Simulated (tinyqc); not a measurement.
What moves the populations: electrons shared among three sets of ellipsoidal valleys.

F_j(eta) = (1/Gamma(j + 1)) integral_0^infinity x^j dx/(1 + exp(x - eta)), which tends to exp(eta) for eta << 0.

Sets L, Gamma, Delta: N_i = M_i times N = 2 (m kB T/(4 pi c))^(3/2) with c = hbar^2/2m0, in 1/angstrom^3; times 1e24 for 1/cm^3, m = (ml mt^2)^(1/3); n = sum_i N_i F_1/2((EF - dE_i)/kT), energies from the edge of the first set; mu_drift = sum of share times mobility.

Constants: hbar^2/2m0 = 3.80998211 eV angstrom^2; kB = 8.617333262e-05 eV/K.

Parameters, chosen for this exercise (masses and offsets near those of Ge; mobilities are free inputs, held fixed; the results hold for these values, not for the real material): dE = (0, 0.14, 0.203) eV (edges of L, Gamma, Delta above the first); M = (4, 1, 6) (valleys in each set); ml = (1.641, 0.041, 0.896) m0 (longitudinal masses of L, Gamma, Delta); mt = (0.0827, 0.041, 0.2075) m0 (transverse masses); mu = (3200, 17000, 1100) cm^2/(V s) (mobility of each set); n = 3.3e+16 1/cm^3 (total electron density); T = 400 K.

All else solved anew.

Results for these values:
```
case,EF (eV),share L,share Gamma,share Delta,mu_drift (cm^2/(V s))
base,-0.2142,0.9920,0.0003,0.0076,3189
```

What happens to each result for T = 450 K, all else kept?

Answer: EF falls from -0.2142 to -0.2481; share L falls from 0.9920 to 0.9849; share Gamma rises from 0.0003 to 0.0005; share Delta rises from 0.0076 to 0.0146; mu_drift falls from 3189 to 3177.

The same for each parameter in turn:
```
case,EF (eV),share L,share Gamma,share Delta,mu_drift (cm^2/(V s))
base,-0.2142,0.9920,0.0003,0.0076,3189
T = 450 K,-0.2481,0.9849,0.0005,0.0146,3177
n = 9.9e+16 1/cm^3,-0.1763,0.9920,0.0003,0.0077,3189
"dE = (0, 0.112, 0.203) eV",-0.2142,0.9916,0.0008,0.0076,3194
"mt = (0.0827, 0.0492, 0.2075) m0",-0.2142,0.9920,0.0004,0.0076,3189
"ml = (1.641, 0.0492, 0.896) m0",-0.2142,0.9920,0.0004,0.0076,3189
"mu = (3840, 17000, 1100) cm^2/(V s)",-0.2142,0.9920,0.0003,0.0076,3823
```

Program tinyqc; command `OMP_NUM_THREADS=1 python tinyqc.py 1652563 1652564 out.jsonl`; about 0.01 s on one thread of a shared Intel(R) Xeon(R) Processor @ 2.30GHz.
